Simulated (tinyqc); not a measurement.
Comparisons within one model: two-dimensional electron gas with Rashba and Dresselhaus coupling. A value that a table varies takes the place of the one given here.

H = c k^2/m + al (ky sx - kx sy) + b1 (kx sx - ky sy) + gam kx ky (kx sy - ky sx), s the Pauli matrices, x = [100], c = hbar^2/2m0, b1 = gam (pi/L)^2 (hard walls). H = c k^2/m + B.s, so E = c k^2/m -/+ |B| and the lower state has its spin along -B.

Constants: hbar^2/2m0 = 3.80998211 eV angstrom^2.

Values chosen for the exercise (of the size met in InSb; not measured data): m = 0.0148 m0 (mass); al = 0.38 eV angstrom (Rashba constant); gam = 367.4 eV angstrom^3 (bulk Dresselhaus constant); L = 220 angstrom (width of the (001) well); n = 2.3 1e11/cm^2 (sheet density (one subband filled)).

## Splitting and spin direction around the circle

At |k| = k0 = sqrt(2 pi n), 1e11/cm^2 = 1e-5/angstrom^2.

Around the circle:
```
phi (deg)  Bx (meV)  By (meV)  splitting (meV)  lower spin (deg)
0.0          0.9006   -4.5681           9.3121             101.2
22.5         2.4939   -4.3566          10.0397             119.8
45.0         3.6413   -3.6413          10.2992             135.0
67.5         4.3566   -2.4939          10.0397             150.2
90.0         4.5681   -0.9006           9.3121             168.8
112.5        4.0842    1.0024           8.4109            -166.2
135.0        2.8190    2.8190           7.9732            -135.0
157.5        1.0024    4.0842           8.4109            -103.8
```

What can be read from the table?

The splitting runs from 7.9732 meV at 135 to 10.2992 meV at 45 degrees. Along [110] it is 2 k |al + b1 - 2 b3| and along [-110] 2 k |al - b1 + 2 b3|, b3 = gam k^2/4. From 0 to 90 degrees the spin turns with k (+68 degrees), the sense of the Rashba term.

## Tuning the Rashba term through the balance point

al = f (b1 - b3) at k0 = sqrt(2 pi n), b3 = gam k0^2/4. Helix wavelength along [110]: 2 pi c/(m |al + b1 - b3|). Dyakonov-Perel rates are proportional to the mean squares of the first harmonics: for spin along z, al^2 + (b1 - b3)^2; for the most protected in-plane spin, (al - (b1 - b3))^2/2 (third harmonic left out); both are given over (b1 - b3)^2.

Against f:
```
f     al (meV angstrom)  wavelength (micron)  rate, z  rate, in plane
0.00              0.000                2.624    1.000          0.5000
0.25             15.411                2.099    1.062          0.2812
0.50             30.823                1.749    1.250          0.1250
0.75             46.234                1.499    1.562          0.0312
0.90             55.481                1.381    1.810          0.0050
1.00             61.646                1.312    2.000          0.0000
1.25             77.057                1.166    2.562          0.0312
2.00            123.291                0.875    5.000          0.5000
```

How do the results move?

At f = 1, al = 61.65 meV angstrom, the first harmonic points along one axis for all k and the listed in-plane rate vanishes; the helix would have wavelength 1.31 micron. The third harmonic, b3/(b1 - b3) = 0.22, is small and sets its lifetime. The uniform z spin still relaxes there, twice as fast as at f = 0.

## What each parameter does

Splittings 2|B| at k0 = sqrt(2 pi n) along [100], [110] and [-110], and E0 = c k0^2/m; 1e11/cm^2 = 1e-5/angstrom^2. Each row changes one parameter from the base and keeps the others.

Results:
```
case                        [100] (meV)  [110] (meV)  [-110] (meV)  E0 (meV)
base                             9.3121      10.2992        7.9732     37.20
m = 0.01628 m0                   9.3121      10.2992        7.9732     33.82
al = 0.456 eV angstrom          11.1105      12.1265        9.8005     37.20
gam = 440.88 eV angstrom^3       9.3885      10.5318        7.7406     37.20
L = 240 angstrom                 9.2608      10.0115        8.2609     37.20
n = 3.45 1e11/cm^2              11.4050      12.2231       10.1560     55.80
```

How do the results move?

The largest shifts from the base row, up to three for each result and ties (the steps differ in size, so this ranks the rows, not the parameters). [100] (meV): n +2.0928, al +1.7984, gam +0.0763; unchanged at the printed digits by m. [110] (meV): n +1.9238, al +1.8272, L -0.2877; unchanged at the printed digits by m. [-110] (meV): n +2.1828, al +1.8272, L +0.2877; unchanged at the printed digits by m. E0 (meV): n +18.60, m -3.38; unchanged at the printed digits by al, gam and L.

tinyqc: `OMP_NUM_THREADS=1 python tinyqc.py 1452010 1452011 out.jsonl`; about 0.01 s, one thread, shared Intel(R) Xeon(R) Processor @ 2.30GHz.
